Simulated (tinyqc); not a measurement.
Convergence with the plane-wave basis: k.p theory built from an empirical-pseudopotential calculation at Gamma.

Empirical pseudopotential on the fcc lattice, atoms at +/- tau, tau = a (1,1,1)/8, no spin-orbit coupling. H(G,G') = c (2 pi/a)^2 |k + G|^2 delta + VS(q) cos(q.tau) + i VA(q) sin(q.tau), q = G - G', c = hbar^2/2m0; k and G in units of 2 pi/a; VS at |q|^2 = 3, 8, 11 and VA at 3, 4, 11, in rydberg, zero elsewhere. The basis holds all G with |G|^2 up to a cut-off. Energies are counted from the fourth level at Gamma.

For a multiplet A of d_A states, W(B) = (4 c/(3 d_A)) sum over n in A, m in B and i = x, y, z of |<n|G_i|m>|^2 (G in 1/angstrom, <n|G_i|m> = sum_G c_n(G)* G_i c_m(G)); the mean inverse mass of A is 1 + sum_B W(B)/(E_A - E_B). Multiplets with W = 0 are left out.

Valence parameters: D(u) = c + 4 c^2 sum_m <n|u.G|m><m|u.G|n'>/(0 - E_m) on the valence triplet, in units of c, has eigenvalues L, M, M along [100] and (L + 2M + 2N)/3, (L + 2M - N)/3 twice along [111]; g1 = -(L + 2M)/3, g2 = -(L - M)/6, g3 = -N/6.

Constants: hbar^2/2m0 = 3.80998211 eV angstrom^2; Ry = 13.60569312 eV.

Values chosen for the exercise (out of a larger set: near those of Ge; not measured data): a = 5.673 angstrom (lattice constant); VS = (-0.234, 0.008, 0.062) Ry (symmetric form factors); VA = (0, 0, 0) Ry (antisymmetric form factors).

E_s is the lowest empty singlet, Ep its W to the valence triplet, m its mass.

Results:

| cut-off | plane waves | E_s (eV) | Ep (eV) | m (m0) | g1 | g2 | g3 |
|---|---|---|---|---|---|---|---|
| 8 | 27 | 1.004 | 19.96 | 0.0480 | 8.77 | 2.91 | 3.84 |
| 11 | 51 | 1.188 | 19.94 | 0.0564 | 7.65 | 2.49 | 3.24 |
| 12 | 59 | 1.217 | 19.94 | 0.0577 | 7.61 | 2.39 | 3.21 |
| 16 | 65 | 1.217 | 19.94 | 0.0577 | 7.63 | 2.39 | 3.21 |
| 19 | 89 | 1.209 | 19.95 | 0.0573 | 7.66 | 2.41 | 3.23 |
| 20 | 113 | 1.197 | 19.96 | 0.0567 | 7.71 | 2.44 | 3.26 |
| 24 | 137 | 1.197 | 19.97 | 0.0567 | 7.71 | 2.44 | 3.26 |

What does the comparison show, and why?

Against the last row, E_s errs most, by -0.193 eV, at cut-off 8, and by 0.000 eV in the last row but one. Ep varies by 0.1 % over the table and m by 17.1 %: the mass, near E_s/Ep, inherits the errors of both. Local form factors fix the converged values only roughly. The gap is a difference of two levels, so it need not converge steadily, and here it does not.

Program tinyqc; command `OMP_NUM_THREADS=1 python tinyqc.py 1080119 1080120 out.jsonl`; about 0.4 s on one thread of a shared Intel(R) Xeon(R) Processor @ 2.30GHz.
